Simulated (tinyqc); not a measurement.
Raising U: Hubbard chain of 4 sites, mean field against exact. Computed by the program tinyqc. Collinear unrestricted mean field (the lowest of 40 random starts) against exact diagonalisation.

one-body matrix (hopping and site energies) (eV):
```
         1        2        3        4
1   0.0000  -0.7700   0.0000   0.0000
2  -0.7700   0.0000  -0.7700   0.0000
3   0.0000  -0.7700   0.0000  -0.7700
4   0.0000   0.0000  -0.7700   0.0000
```

electrons, up and down: 2  1

Exact and mean-field results (eV):
```
U            U/t    E exact  E mean field  mean |n_up - n_down|  double occupancy, exact  first gap in the sector
0.3900    0.5065  -2.783785     -2.774455                0.2500                   0.1108                   0.7582
0.7700    1.0000  -2.625626     -2.590008                0.2500                   0.0974                   0.7284
1.5400    2.0000  -2.363542     -2.233645                0.2500                   0.0736                   0.6437
2.3100    3.0000  -2.166998     -1.923295                0.3772                   0.0550                   0.5569
3.0800    4.0000  -2.019814     -1.687323                0.4977                   0.0414                   0.4814
4.6200    6.0000  -1.822238     -1.400886                0.6262                   0.0246                   0.3692
6.1600    8.0000  -1.700212     -1.291356                0.7278                   0.0159                   0.2951
9.2400   12.0000  -1.561856     -1.222663                0.7408                   0.0079                   0.2077
15.4000  20.0000  -1.440493     -1.168941                0.7468                   0.0031                   0.1289
```

What does the comparison show, and why?

In absolute terms mean field is worst at U/t = 6.0, 0.421 eV too high: at small U it is nearly exact, and at large U it still misses the motion of the hole through a fluctuating spin background. Relative to the exact energy its error is 0.3 % at the smallest U, 24 % at most and 19 % at the largest. The double occupancy falls from 0.111 to 0.003.
